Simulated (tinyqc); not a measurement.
Kinetic against equilibrium segregation over temperature: surface segregation during layer-by-layer epitaxy: two-layer exchange kinetics and the shape of quantum wells and delta layers. Computed by tinyqc, a small Python program. Command: `OMP_NUM_THREADS=1 python tinyqc.py 3006427 3006428 out.jsonl mbeseg walk`. One thread of a shared host (Intel(R) Xeon(R) Processor @ 2.30GHz), about 0.01 s of CPU time with the checks.

Atoms A and B exchange only between the growing layer and the one below it. B is supplied for N layers, then pure A follows.

Inputs (values chosen for the exercise, close to those used for germanium in silicon):
```
quantity                                   value      unit
barrier E1 for B to move up                 1.59        eV
segregation energy E_s                      0.31        eV
attempt frequency nu                          10       THz
growth rate G                               0.29  layers/s
share x0 of B in the flux during the well   0.28         -
layers in the well N                           2         -
layer thickness                             1.36  angstrom
temperature T                                300         C
```

Constants: k_B = 8.617333262e-05 eV/K.

Method:
- p1 = nu exp(-E1/(k_B T)) (B up, A down), p2 = nu exp(-(E1 + E_s)/(k_B T)) (B down); time per layer tau = 1/G; K = p1/p2.
- Temperatures in kelvin are T(C) + 273.15.
- Each layer is deposited complete with B share x_dep and then exchanges for the time tau = 1/G with the layer below, whose share is b (total c = s + b fixed): ds/dt = p1 b (1 - s) - p2 s (1 - b), s(0) = x_dep. With the roots s1 < s2 of the right side, (s - s1)/(s - s2) = [(s(0) - s1)/(s(0) - s2)] exp(-(p1 - p2)(s2 - s1) tau). The lower layer is then buried with c - s, and s becomes the b of the next layer.
- In the dilute tail each layer passes up the share R = R_eq (1 - exp(-(p1 + p2) tau)); decay length = -layer thickness/ln R.
- R_eq = K/(1 + K).

Segregation:
```
T (C)      p1 tau     R_eq           R  decay length (angstrom)  peak share
180    7.1478e-05  0.99964  7.1475e-05               1.4247e-01     0.27999
220    1.9431e-03  0.99932  1.9412e-03               2.1779e-01     0.27985
260    3.2181e-02  0.99883  3.1668e-02               3.9392e-01     0.27735
300    3.6019e-01  0.99812  3.0236e-01               1.1370e+00     0.24264
340    2.9418e+00  0.99718  9.4499e-01               2.4038e+01     0.06723
380    1.8577e+01  0.99596  9.9596e-01               3.3606e+02     0.00504
420    9.4837e+01  0.99446  9.9446e-01               2.4474e+02     0.00679
460    4.0524e+02  0.99266  9.9266e-01               1.8455e+02     0.00890
```

What follows from these numbers?

The decay length peaks at 380 C among these rows: below, exchange is too slow; above, equilibrium rules and K = exp(E_s/(k_B T)) falls. p1 tau passes 1 between 300 and 340 C, below which sharp interfaces can be grown. Caution: decay lengths below one layer thickness are only formal.

Extremes, crossings and ranges named in words are read from the listed rows.
